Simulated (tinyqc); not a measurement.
Worked calculation: FCI on RHF in the sto-3g basis, for H3-, spin multiplicity 1. The basis has no diffuse functions, so it cannot describe the extra electron: this is an exercise in the method, not the real anion. One step of it, computed by the program tinyqc.

Question. FCI: determinants and Hamiltonian. Slater-Condon rules over spin orbitals, with the nuclear repulsion added and E(HF) subtracted on the diagonal.

one-electron integrals over orbitals h = C^T H C (hartree):
```
           1          2          3
1  -1.431347   0.000000  -0.126258
2   0.000000  -1.107862   0.000000
3  -0.126258   0.000000  -0.805436
```

Two-electron integrals over orbitals (pq|rs), unique and non-zero (hartree):
```
(11|11) 0.526831    (21|21) 0.161944    (22|11) 0.464770    (22|22) 0.517405
(31|11) 0.077429    (31|22) -0.047503   (31|31) 0.139699    (32|21) -0.143835
(32|32) 0.145810    (33|11) 0.550151    (33|22) 0.483578    (33|31) 0.092607
(33|33) 0.603607
```

nuclear repulsion = 1.18119913 hartree

Hartree-Fock energy = -1.31779009 hartree

Give: determinants; H - E(HF) between determinants.

Answer.

Occupation strings over the orbitals (2 doubly, a alpha, b beta, 0 empty; spin orbitals ordered 1a 1b 2a 2b ...): 220 2ab a2b 2ba b2a 202 ab2 ba2 022

H - E(HF) between determinants (hartree):
```
       220     2ab     a2b     2ba     b2a     202     ab2     ba2
220  0.000   0.000   0.000   0.000   0.000   0.146   0.000   0.000
2ab  0.000   0.462   0.000  -0.146   0.000   0.000  -0.144   0.140
a2b  0.000   0.000   0.703   0.000  -0.140   0.144   0.000   0.000
2ba  0.000  -0.146   0.000   0.462   0.000   0.000   0.140  -0.144
b2a  0.000   0.000  -0.140   0.000   0.703  -0.144   0.000   0.000
202  0.146   0.000   0.144   0.000  -0.144   1.077   0.000   0.000
ab2  0.000  -0.144   0.000   0.140   0.000   0.000   1.199  -0.162
ba2  0.000   0.140   0.000  -0.144   0.000   0.000  -0.162   1.199
022  0.140   0.000   0.015   0.000  -0.015   0.162   0.000   0.000

        022
220   0.140
2ab   0.000
a2b   0.015
2ba   0.000
b2a  -0.015
202   0.162
ab2   0.000
ba2   0.000
022   1.436
```
